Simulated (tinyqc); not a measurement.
Inside a calculation: free-carrier optics of a doped semiconductor (Drude model with one polar phonon). Values are carried at full precision from step to step, so a last printed digit may differ when a step is redone from the rounded ones.

eps(E) = ei [1 - Ep^2/(E^2 + i E Gam)] + (es - ei) wT^2/(wT^2 - E^2 - i E gT), with Ep^2 = 8 pi c (e^2/(4 pi eps0)) N/(m ei), c = hbar^2/2m0, N in 1/angstrom^3 (1e-24 per 1/cm^3); Gam = hbar/tau, tau = mu m m0/e with m0/e = 5.685630e-12 kg/C and mu in m^2/(V s). Energies in meV.

Constants: hbar^2/2m0 = 3.80998211 eV angstrom^2; e^2/(4 pi eps0) = 14.39964547 eV angstrom; hbar = 6.58211957e-16 eV s; hbar c = 1973.269805 eV angstrom.

Inputs chosen for the exercise (mass and dielectric values near those of GaSb; N and mu are free inputs; interband absorption and the rise of the mass with filling are left out; the results hold for these values, not for the real material): N = 7.2e+16 1/cm^3 (carrier density); m = 0.0419 m0 (conductivity mass); mu = 25000 cm^2/(V s) (mobility); ei = 14.49 (high-frequency dielectric constant); wT = 28.1 meV (TO phonon); es = 15.81 (static dielectric constant); gT = 0.4 meV (phonon damping); E = 11.4 meV (photon energy).

## Plasma energy and damping

Evaluate Ep, tau, Gam, the plasma wavelength hc/Ep (hc = 1239.841984 eV nm) and the dc resistivity 1/(e N mu), e = 1.602176634e-19 C.

Ep = 12.7874 meV
tau = 595.57 fs
Gam = 1.1052 meV
plasma wavelength = 96.96 micrometre
rho = 0.00347 ohm cm

Ep/Gam = 11.57: the plasma edge is sharp.

## Dielectric function at one energy

Insert the numbers.

free-carrier term = -18.0618+1.7510i
eps = -1.9918+1.7619i

## Optical constants

n + i k = sqrt(eps1 + i eps2) with k >= 0; R = ((n - 1)^2 + k^2)/((n + 1)^2 + k^2) at normal incidence from vacuum; alpha = 2 E k/(hbar c), times 1e8 for 1/cm; loss function Im(-1/eps) = eps2/(eps1^2 + eps2^2).

Convert eps at the photon energy E (in meV) into the optical constants.

n = 0.5777
k = 1.5250
R = 0.5201
alpha = 1.76e+03 1/cm

Light of this energy penetrates 1/alpha = 5.68 micrometre.

## Coupled plasmon-phonon modes

Without damping eps = 0 gives E^4 - (wL^2 + Ep^2) E^2 + Ep^2 wT^2 = 0 with wL = wT sqrt(es/ei) (Lyddane-Sachs-Teller).

wL = 29.35 meV

L-, L+ (meV): [12.13, 29.63]

L+ lies 0.28 meV above the larger of wL and Ep; L- lies below wT by 15.97 meV.

## Checks

- Integral of E eps2 of the free-carrier term against (pi/2) ei Ep^2 (meV^2): both 3721.8.

Program tinyqc; command `OMP_NUM_THREADS=1 python tinyqc.py 1682279 1682280 out.jsonl`; about 0.01 s on one thread of a shared Intel(R) Xeon(R) Processor @ 2.30GHz.
